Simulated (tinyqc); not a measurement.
Worked calculation: avalanche multiplication and breakdown of a junction from ionisation integrals. Computed by tinyqc, a small Python program that keeps every step. Command: `OMP_NUM_THREADS=1 python tinyqc.py 3029493 3029494 out.jsonl impact walk`. One thread of a shared host (Intel(R) Xeon(R) Processor @ 2.30GHz), about 0.01 s of CPU time with the checks. Intermediate numbers are printed to about 6 digits and carried at full precision; extremes and crossings named in words are read from the listed rows.

Ionisation coefficients follow the local field. Position x runs through the depletion layer from the p side (x = 0), where electrons enter, to the n side (x = w), where holes enter. The built-in voltage is neglected.

Inputs (values chosen for the exercise, modelled on silicon): electron prefactor a_n = 749000 1/cm; electron field b_n = 1.24e+06 V/cm; hole prefactor a_p = 1.71e+06 1/cm; hole field b_p = 2.04e+06 V/cm; exponent c = 1; permittivity eps = 11.7; drift-layer mobility mu = 410 cm^2/(V s); doping N of the lightly doped side = 8.6e+14 1/cm^3; bias as a fraction of the breakdown voltage = 0.61.

Junction: one-sided abrupt n+p.

Constants: e = 1.602176634e-19 C; eps_0 = 8.8541878128e-12 F/m.

## Breakdown

alpha_n = a_n exp(-(b_n/F)^c), alpha_p = a_p exp(-(b_p/F)^c). Field F = F_m (1 - s), w = eps eps_0 F_m/(e N), V = F_m w/2, with s = 1 - x/w (the peak lies at the n+ side). With Phi(x) = int_0^x (alpha_n - alpha_p) dx': 1 - 1/M_n = I_n = int_0^w alpha_n exp(-Phi) dx and M_p = M_n exp(-Phi(w)); trapezoid rule on 401 even points; breakdown at I_n = 1. Solve I_n(F_m) = 1.

critical field F_m = 0.279122 MV/cm

width at breakdown = 20.9855 micrometre

breakdown voltage = 292.876 V

## Coefficients at the critical field

The formulas are those given above.

alpha_n = 8813.07 1/cm

alpha_p = 1145.24 1/cm

ratio k = alpha_p/alpha_n = 0.129948

shorter ionisation length = 1.13468 micrometre

Electrons ionise more readily at the peak field.

## Field and integrand below breakdown

Bias V = fraction times the breakdown voltage.

peak field = 0.218001 MV/cm

Every 50th point:
```
x (micrometre)  F (MV/cm)  alpha_n (1/cm)  alpha_p (1/cm)          Phi  I_n up to x
0.0000           0.000000               0               0            0            0
2.0488           0.027250     1.29479e-14     5.25840e-27  5.98656e-20  5.98656e-20
4.0976           0.054500     9.84783e-05     9.48255e-11  1.64286e-09  1.64287e-09
6.1463           0.081750     1.93666e-01     2.48665e-05  6.98259e-06  6.98314e-06
8.1951           0.109001     8.58838e+00     1.27339e-02  5.31135e-04  5.31500e-04
10.2439          0.136251     8.35652e+01     5.37734e-01  7.79089e-03  7.79312e-03
12.2927          0.163501     3.80862e+02     6.52087e+00  4.92296e-02  4.85793e-02
14.3414          0.190751     1.12538e+03     3.87618e+01  1.90025e-01  1.77011e-01
16.3902          0.218001     2.53628e+03     1.47563e+02  5.34997e-01  4.30096e-01
```

## Multiplication and noise

M_n = 1/(1 - I_n), M_p = M_n exp(-Phi(w)); McIntyre excess noise for the carrier with the larger M, F_x = k M + (1 - k)(2 - 1/M), with k = (smaller M - 1)/(larger M - 1).

M_n = 1.75468

M_p = 1.02767

effective k = 0.0366598

excess noise factor = 1.44200

Injecting electrons gives the larger gain and, at equal gain, the lower noise.

## On-resistance of the drift layer

R_on = w/(e mu N) with w the width at breakdown; figure of merit V_B^2/R_on; for a triangular field it equals eps eps_0 mu F_m^3/4.

specific on-resistance = 37.1473 milliohm cm^2

V_B^2/R_on = 2.30909 MW/cm^2

eps eps_0 mu F_m^3/4 = 2.30909 MW/cm^2

## Gain against bias and Miller's formula

Miller's exponent n is defined by 1 - 1/M = (V/V_B)^n for the larger M.

Gain:
```
V/V_B    V (V)  F_m (MV/cm)      M_n      M_p  Miller exponent n
0.50   146.438     0.197369    1.294   1.0075            2.13746
0.60   175.726     0.216207    1.696   1.0248            1.74440
0.70   205.013     0.233530    2.562   1.0708            1.38728
0.80   234.301     0.249654    4.693   1.1988            1.07391
0.90   263.588     0.264798   12.195   1.6785            0.81204
0.95   278.232     0.272054   28.283   2.7263            0.70178
0.98   287.018     0.276317   77.569   5.9495            0.64227
0.99   289.947     0.277723  160.078  11.3494            0.62352
```

The larger gain passes 2 between 0.600 and 0.700 of V_B and reaches 160 at 0.99. Miller's exponent runs from 0.62 to 2.1, so it is not a constant: a fit holds over a narrow range only. From the first row to the last the voltage grows by a factor 1.98 and the peak field by 1.41.

Checks made by the program: the hole form of the condition, int alpha_p exp(Phi(w) - Phi) dx = 1 (relative difference 4e-04).
